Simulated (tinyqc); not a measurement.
Donor level screened by free carriers (Yukawa potential): one step. One-parameter trial function. Four cases, with inputs chosen for the exercise.

Question. For exp(-z r): E(z) = z^2 - 8 z^3/(2z + x)^2 in Ry*. Scan z = 0.5, 0.6, ..., 1.1, then minimise; first order gives -1 + 2x.

Potential -(q/(eps r)) exp(-ks r), q = e^2/(4 pi eps0). In units Ry* = Ry m/eps^2 and a* = a0 eps/m the problem is [-Laplacian - 2 exp(-x r)/r] psi = E psi with x = ks a*.

Give: Scan (Ry*); best z; E; binding.

Case 1.

x = 0.756425
Ry* = 54.51532 meV

Answer.

Scan (Ry*):
```
z    kinetic  potential        E
0.5   0.2500    -0.3241  -0.0741
0.6   0.3600    -0.4515  -0.0915
0.7   0.4900    -0.5901  -0.1001
0.8   0.6400    -0.7377  -0.0977
0.9   0.8100    -0.8924  -0.0824
1.0   1.0000    -1.0529  -0.0529
1.1   1.2100    -1.2182  -0.0082
```

best z = 0.730
E = -0.1006 Ry*
binding = 5.48 meV

First order in x would give 0.513 Ry*, a rigid shift by q ks/eps; it overstates the loss of binding by 0.613 Ry*.

Case 2.

x = 0.150632
Ry* = 6.74844 meV

Answer.

Scan (Ry*):
```
z    kinetic  potential        E
0.5   0.2500    -0.7553  -0.5053
0.6   0.3600    -0.9473  -0.5873
0.7   0.4900    -1.1412  -0.6512
0.8   0.6400    -1.3365  -0.6965
0.9   0.8100    -1.5327  -0.7227
1.0   1.0000    -1.7296  -0.7296
1.1   1.2100    -1.9271  -0.7171
```

best z = 0.986
E = -0.7299 Ry*
binding = 4.93 meV

First order in x would give -0.699 Ry*, a rigid shift by q ks/eps; it overstates the loss of binding by 0.031 Ry*.

Case 3.

x = 0.287558
Ry* = 8.96885 meV

Answer.

Scan (Ry*):
```
z    kinetic  potential        E
0.5   0.2500    -0.6032  -0.3532
0.6   0.3600    -0.7809  -0.4209
0.7   0.4900    -0.9635  -0.4735
0.8   0.6400    -1.1496  -0.5096
0.9   0.8100    -1.3383  -0.5283
1.0   1.0000    -1.5288  -0.5288
1.1   1.2100    -1.7208  -0.5108
```

best z = 0.953
E = -0.5308 Ry*
binding = 4.76 meV

First order in x would give -0.425 Ry*, a rigid shift by q ks/eps; it overstates the loss of binding by 0.106 Ry*.

Case 4.

x = 0.476099
Ry* = 7.31292 meV

Answer.

Scan (Ry*):
```
z    kinetic  potential        E
0.5   0.2500    -0.4590  -0.2090
0.6   0.3600    -0.6151  -0.2551
0.7   0.4900    -0.7796  -0.2896
0.8   0.6400    -0.9503  -0.3103
0.9   0.8100    -1.1257  -0.3157
1.0   1.0000    -1.3048  -0.3048
1.1   1.2100    -1.4868  -0.2768
```

best z = 0.884
E = -0.3159 Ry*
binding = 2.31 meV

First order in x would give -0.048 Ry*, a rigid shift by q ks/eps; it overstates the loss of binding by 0.268 Ry*.

Computed by tinyqc, one run a case: `OMP_NUM_THREADS=1 python tinyqc.py N N+1 out.jsonl` with N = 1250965, 1251058, 1251084, 1251522; one thread of a shared Intel(R) Xeon(R) Processor @ 2.30GHz, about 0.01 s a run at most.
